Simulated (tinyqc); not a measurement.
Inputs raised by 10 %, one at a time: Stoner model of a band magnet at zero temperature. Computed by tinyqc, a small Python program. Command: `OMP_NUM_THREADS=1 python tinyqc.py 3006590 3006591 out.jsonl stoner sens`. One thread of a shared host (Intel(R) Xeon(R) Processor @ 2.30GHz), about 0.02 s of CPU time with the checks.

Five orbitals per spin share one band; u = (E - E_bottom)/W runs from 0 to 1, and the states per spin, atom and energy are g = 5 d(u)/W with d = (3/2) sqrt(u). N(u) is the integral of d from 0. The moment m = n_up - n_down (electrons per atom) moves the fillings to n +/- m/10; the energy is E(m) = E_band(m) - I m^2/4.

Inputs (values chosen for the exercise, for a model d band): band width W = 6.5 eV; filling n per spin orbital = 0.75; Stoner parameter I = 0.704 eV.

Density of states: free-electron (square root).

Method. Solve N(u_F) = n; g_F = 5 d(u_F)/W; the Stoner product is I g_F.

Runs:
```
input moved                  from      to  Stoner product I g_F  g_F (1/eV)
base run                        -       -               0.73803      1.0483
band width W (eV)             6.5    7.15               0.67094      0.9530
filling n per spin orbital   0.75   0.825               0.76185      1.0822
Stoner parameter I (eV)     0.704  0.7744               0.81183      1.0483
```

Exponents ln(y'/y) / ln(x'/x):
```
input                       Stoner product I g_F     g_F
band width W                              -1.000  -1.000
filling n per spin orbital                 0.333   0.333
Stoner parameter I                         1.000   0.000
```

Among the inputs moved here: Stoner product I g_F answers most in size to band width W (exponent -1.000), and about equally to Stoner parameter I (+1.000). g_F answers most in size to band width W (exponent -1.000), next to filling n per spin orbital (+0.333); its exponent is below 0.0005 for Stoner parameter I.
